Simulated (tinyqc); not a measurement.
# FinFET, parasitic resistance, capacitance and delay: several studies

Nf fins under one contact; each has gated perimeter p = 2 Hf + Wf and cross-section A = Hf Wf; contact width Wc = Nf pf, stack height Hs = Hf. Contact length Lc = CPP - Lg - 2 Lsp, shared by two neighbouring gates. Source and drain sides are equal. The formulas are first-order estimates, not field solutions.

Parameters, values chosen for the exercise; values close to those of silicon logic devices: temperature T = 300 K; number of fins Nf = 2; fin height Hf = 50 nm; fin width Wf = 7 nm; fin pitch pf = 27 nm; contacted gate pitch CPP = 51 nm; gate length Lg = 18 nm; spacer length Lsp = 6 nm; relative permittivity of the spacer ks = 4.5; gate height above the channel stack Hc = 30 nm; contact resistivity rc = 2.6e-9 ohm cm^2; resistivity of the source-drain epitaxy re = 0.00043 ohm cm; current-carrying depth of the epitaxy te = 25 nm; resistivity of the extension rx = 0.0011 ohm cm; gate overlap Lov = 1.5 nm; inversion capacitance Cinv = 2.8 uF/cm^2; injection velocity vx = 1e7 cm/s; apparent mobility mu = 270 cm^2/(V s); threshold at zero drain voltage VT = 0.21 V; barrier lowering dl = 0.065 V/V; subthreshold factor n = 1.18; wire load Cw = 0.28 fF; supply voltage Vdd = 0.7 V.

Constants: q = 1.602176634e-19 C, kB = 1.380649e-23 J/K, eps0 = 8.8541878128e-12 F/m, Vt = kB T/q. Results are converted to the units shown.

Each table varies one quantity; the others keep the values above.

## Effect of the contacted gate pitch

Epitaxy sheet resistance Rsh = re/te, transfer length LT = sqrt(rc/Rsh), contact Rc = [sqrt(rc Rsh)/Wc] coth(Lc/(2 LT)); extension of one fin Rx = rx Lsp/A. With N fins: gate Cg = Cinv p N Lg; per side, plate Cp = ks eps0 [Wc (Hs + Hc) - N A]/Lsp, top fringe Cf = (2/pi) ks eps0 Wc ln(1 + Lg/(2 Lsp)), overlap Co = Cinv p N Lov. One fin: I = p Q vx u/(1 + |u|^1.8)^(1/1.8), Q = Cinv n Vt ln(1 + exp((Vg' - VT + dl Vd')/(n Vt))), u = Vd' mu/(vx Lg), Vg' = Vgs - v, Vd' = Vds - 2 v, with the drop on each side v = Rc (sum of I) + Rx I. Ieff = [I(Vgs = Vdd, Vds = Vdd/2) + I(Vdd/2, Vdd)]/2, total currents. With Cs = Cp + Cf + Co, the load of an inverter of two such devices driving an equal one is CL = 2 (Cg + 2 Cs) + 4 Cs + Cw (own drains counted twice for the Miller effect); delay CL Vdd/(2 Ieff).

The same in every row: Rx/N (ohm) = 94.29; CL (aF) = 770.0.

Result of one run:
```
CPP (nm)	Rc (ohm)	Ieff (uA)	delay (ps)
60	336.8	152.4	1.768
```

What becomes of these results when the contacted gate pitch CPP is changed from 60 to 48 nm, all else the same?

Result of the changed run:
```
CPP (nm)	Rc (ohm)	Ieff (uA)	delay (ps)
48	544.5	132.3	2.037
```

The whole series:
```
CPP (nm)	Rc (ohm)	Ieff (uA)	delay (ps)
36	1608	72.04	3.741
42	808.8	110.8	2.433
48	544.5	132.3	2.037
54	413.9	144.7	1.863
60	336.8	152.4	1.768
66	286.3	157.7	1.709
72	251.2	161.4	1.669
78	225.5	164.2	1.641
```

As CPP goes from 36 to 78 nm, Ieff rises from 72.0 to 164 uA, CL stays at 770 aF and the delay falls from 3.74 to 1.64 ps. Only the contact length changes, so the capacitance stays and the pitch acts through Rc. At CPP = 36 nm the contact is under 8 nm long, below what liners and fill allow.

## Effect of the contact resistivity

Same model as above.

The same in every row: Rx/N (ohm) = 94.29; CL (aF) = 770.0.

Effect of the contact resistivity:
```
rc (ohm cm^2)	Rc (ohm)	Ieff (uA)	delay (ps)
1e-10	27.59	187.8	1.435
2.1e-10	47.57	185.2	1.455
4.5e-10	90.21	179.9	1.498
9.7e-10	182.1	169.1	1.594
2.1e-9	381.5	147.9	1.822
4.4e-9	787.1	112.4	2.398
9.4e-9	1669	70.16	3.841
2e-8	3538	39.40	6.840
```

Read the table: what changes, and by how much?

As rc goes from 1e-10 to 2e-8 ohm cm^2, Ieff falls from 188 to 39.4 uA, CL stays at 770 aF and the delay rises from 1.44 to 6.84 ps. Rc goes as rc^(0.73) at the start and rc^(1.00) at the end (1/2 for a long contact, 1 for a short one). For rc = 1e-10 to 2.1e-10 ohm cm^2 rc lies near or below the quantum limit of metal-silicon contacts.

## Effect of the spacer length

Same model as above.

Effect of the spacer length:
```
Lsp (nm)	Rc (ohm)	Rx/N (ohm)	Ieff (uA)	CL (aF)	delay (ps)
2	347.3	31.43	157.9	1163	2.579
3	370.9	47.14	153.8	967.4	2.202
4	398.4	62.86	149.3	869.0	2.037
5	430.8	78.57	144.5	809.7	1.960
6	469.6	94.29	139.3	770.0	1.935
8	575.4	125.7	126.8	720.1	1.988
10	747.6	157.1	110.7	690.0	2.182
12	1075	188.6	89.33	669.9	2.625
```

As Lsp goes from 2 to 12 nm, Ieff falls from 158 to 89.3 uA, CL falls from 1160 to 670 aF and the delay goes from 2.58 through a minimum of 1.93 (at Lsp = 6 nm among the rows listed) to 2.62 ps. A thin spacer costs capacitance, a thick one resistance and contact length, hence the minimum. For Lsp = 2 to 3 nm the spacer is under 3.5 nm, where leakage and breakdown between gate and contact would forbid it.

Program tinyqc, `OMP_NUM_THREADS=1 python tinyqc.py 2170079 2170080 out.jsonl`; Intel Xeon 2.30GHz, shared host, one thread, about 0.03 s.
